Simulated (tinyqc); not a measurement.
Equilibrium crystal shape, supported particles, Gibbs-Thomson effect and coarsening: one step, computed by the program tinyqc. Command: `OMP_NUM_THREADS=1 python tinyqc.py 3003134 3003135 out.jsonl wulff walk`. One thread of a shared host (Intel(R) Xeon(R) Processor @ 2.30GHz), about 0.04 s of CPU time with the checks.

A cubic crystal bounded by {100}, {110} and {111} facets only.

Task: Gibbs-Thomson solubility and coarsening. Spherical precipitates of nearly pure solute with atomic volume Omega: x(r) = x_inf exp(l/r), l = 2 gamma_i Omega/(k_B T). Diffusion-limited coarsening at small volume fraction (Lifshitz-Slyozov-Wagner): r^3 = r0^3 + K t, K = (4/9) D x_inf l; the number density falls as (r0/r)^3. The steady size distribution is assumed from the start, and D and x_inf are inputs that do not follow T.

Inputs (values chosen for the exercise, for a model metal):
```
quantity                                value   unit
temperature T                             700      K
precipitate interface energy gamma_i     0.59  J/m^2
solubility x_inf at a flat interface  0.00074      -
diffusivity D                         3.9e-18  m^2/s
mean radius at the start r0               4.3     nm
time t                                   9300      s
```

Omega = 11.21288 angstrom^3

Constants: k_B = 1.380649e-23 J/K.

Give: capillary length l; x(r0)/x_inf; rate constant K; mean radius at t; number density over its start.

Result:

capillary length l = 1.369 nm

x(r0)/x_inf = 1.375

rate constant K = 0.001756 nm^3/s

mean radius at t = 4.576 nm

number density over its start = 0.8296

The time to double the radius is 7 r0^3/K = 320000 s; t is 0.029 times that. Caution: l is not small against r0, so the linearised Gibbs-Thomson law behind the coarsening rate is rough.
